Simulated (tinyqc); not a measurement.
Worked calculation: CCSD on RHF in the sto-3g basis, for H3-, spin multiplicity 1. The basis has no diffuse functions, so it cannot describe the extra electron: this is an exercise in the method, not the real anion. One step of it, computed by the program tinyqc.

Problem. Iteration 6 (converged): orbitals. Diagonalise F' = X^T F X, C = X C', fill 2 alpha and 2 beta electrons from the bottom; D = 2 C_occ C_occ^T. Each column has its largest component positive (the first on a tie).

converged F (hartree), lower triangle:
```
           1H 1s      2H 1s     3H 1s
1H 1s   0.037397
2H 1s  -0.258702   0.075050
3H 1s  -0.258702  -0.105577  0.075050
```

X, lower triangle:
```
           1H 1s     2H 1s     3H 1s
1H 1s   1.372720
2H 1s  -0.410319  1.173671
3H 1s  -0.410319  0.074069  1.173671
```

Give: F' = X^T F X; orbital energies; coefficients C; D after iteration 6.

Solution.

F' = X^T F X (hartree), lower triangle:
```
         1       2       3
1   0.6430
2  -0.5356  0.3566
3  -0.5356  0.1382  0.3566
```

orbital energies (hartree): MO1 -0.1922, MO2 0.2184, MO3 1.3301

coefficients C:
```
          MO1      MO2      MO3
1H 1s  0.4924   0.0000   1.4066
2H 1s  0.3779   0.7775  -0.8967
3H 1s  0.3779  -0.7775  -0.8967
```

D after iteration 6, lower triangle:
```
        1H 1s    2H 1s   3H 1s
1H 1s  0.4849
2H 1s  0.3721   1.4947
3H 1s  0.3721  -0.9235  1.4947
```
